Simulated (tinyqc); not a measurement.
Fully depleted semiconductor-on-insulator film with two gates, non-linear Poisson equation by Newton steps: two steps of the calculation.

One dimension across the film, front interface at x = 0, back interface at x = ts. psi is counted from the intrinsic level, n = ni exp(psi/Vt) (source grounded), holes neglected, acceptors ionised. Gates act through Cox = eps0 eox/tox and Cbox = 3.9 eps0/tb with potentials G1 = Vg - (phiM - chi - Vt ln(Nc/ni)) and G2 = Vb - (phiB - chi - Vt ln(Nc/ni)). Classical Boltzmann densities, no interface charge, no depletion in the back plane.

Values chosen for this exercise; band and dielectric values close to those of silicon:
- T = 300 K (temperature)
- Eg = 1.12 eV (band gap)
- eps_r = 11.5 (relative permittivity)
- Nc = 2.81e19 cm^-3 (conduction-band density of states at T)
- Nv = 2.69e19 cm^-3 (valence-band density of states at T)
- chi = 3.97 eV (electron affinity)
- eox = 25.6 (relative permittivity of the gate insulator (close to zirconium oxide))
- tox = 10 nm (insulator thickness)
- ts = 14 nm (film thickness)
- tb = 13 nm (buried-oxide thickness (eps_r 3.9))
- phiM = 4.44 eV (work function of the front gate)
- phiB = 4.02 eV (work function of the back plane)
- Vb = 0 V (back-gate voltage)
- Vg = 0.39 V (front-gate voltage)

Constants: q = 1.602176634e-19 C, kB = 1.380649e-23 J/K, Vt = kB T/q, eps0 = 8.8541878128e-14 F/cm where lengths are in cm. Results are converted to the units shown.

Task 1. Capacitances and gate potentials. ni = sqrt(Nc Nv) exp(-Eg/(2 Vt)), Eg in volts; Cox, Cbox, G1, G2 as defined; Cs = eps0 eps_r/ts; a = eps0 eps_r/h with h = ts/7; coupling ratio of a depleted film Cs Cbox/(Cox (Cs + Cbox)).

Wanted: ni; Cox; Cbox; Cs; a; G1; G2; coupling ratio.

Result 1.

ni = 1.0756e10 cm^-3
Cox = 2.2667 uF/cm^2
Cbox = 0.26563 uF/cm^2
Cs = 0.72731 uF/cm^2
a = 5.0912 uF/cm^2
G1 = 0.48056 V
G2 = 0.51056 V
coupling ratio = 0.085838

Task 2. Electron sheet density, centroid and oxide fields. n_i = ni exp(psi_i/Vt); N_inv = sum w_i n_i with w = ts/7, halved at the ends; centroid sum w n x/N_inv; fields (G1 - psi_0)/tox and (G2 - psi_7)/tb.

| node | converged psi (V) |
|---|---|
| 0 | 0.45829668 |
| 1 | 0.45007868 |
| 2 | 0.44433049 |
| 3 | 0.44056098 |
| 4 | 0.43850254 |
| 5 | 0.43802468 |
| 6 | 0.43909858 |
| 7 | 0.44178978 |

ni = 1.0755816e10 cm^-3
G1 = 0.48056413 V
G2 = 0.51056413 V

Find: n; N_inv; centroid; field in the front oxide; field in the buried oxide.

Result 2.

| node | n (cm^-3) |
|---|---|
| 0 | 5.379e17 |
| 1 | 3.914e17 |
| 2 | 3.134e17 |
| 3 | 2.709e17 |
| 4 | 2.501e17 |
| 5 | 2.455e17 |
| 6 | 2.560e17 |
| 7 | 2.840e17 |

N_inv = 4.276e11 cm^-2
centroid = 6.163 nm
field in the front oxide = 0.02227 MV/cm
field in the buried oxide = 0.05290 MV/cm

The centroid lies at 0.44 of the film, so the electrons fill the film, with n at the back 0.528 times that at the front.

Numbers from tinyqc (`OMP_NUM_THREADS=1 python tinyqc.py 2190151 2190152 out.jsonl`; about 0.5 s on one thread of a shared Intel Xeon 2.30GHz).
